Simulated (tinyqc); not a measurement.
Yield against design margin.

Cells fail independently with probability Q(k) = erfc(k/sqrt(2))/2 when the margin is k standard deviations, and Y = exp(-Nb Q(k)). phi = exp(-k^2/2)/sqrt(2 pi).  k = margin/s(dVT). With one spare that repairs any one cell, Y1 = exp(-x)(1 + x), x = Nb Q(k).

Values chosen for this exercise: number of cells Nb = 268435456.

s(dVT) = 15.9 mV

Result of one run:
```
k	Q(k)	expected failures x	Y	Y1
6.289	1.594e-10	0.04280	0.9581	0.9991
```

Which margin M gave this result: 80, 90, 94, 100 or 120 mV?

M = 100 mV.

The whole series:
```
M (mV)	k	Q(k)	expected failures x	Y	Y1
80	5.031	2.434e-7	65.34	4.215e-29	2.796e-27
86	5.409	3.172e-8	8.516	2.003e-4	0.001906
90	5.660	7.552e-9	2.027	0.1317	0.3987
94	5.912	1.690e-9	0.4538	0.6352	0.9235
100	6.289	1.594e-10	0.04280	0.9581	0.9991
106	6.667	1.308e-11	0.003512	0.9965	1.000
112	7.044	9.338e-13	2.507e-4	0.9997	1.000
120	7.547	2.224e-14	5.970e-6	1.000	1.000
```

Over a change of the margin from 80 to 120 mV, k goes from 5.03 to 7.55, the expected failures fall by 7.0 decades and the yield goes from 4.22e-29 to 1.000. The spare helps most at M = 94 mV among the rows, where it lifts the yield from 0.635 to 0.923.

Computed by the program tinyqc: `OMP_NUM_THREADS=1 python tinyqc.py 2090003 2090004 out.jsonl`, one thread of a shared Intel Xeon 2.30GHz, about 0.01 s for the whole run.
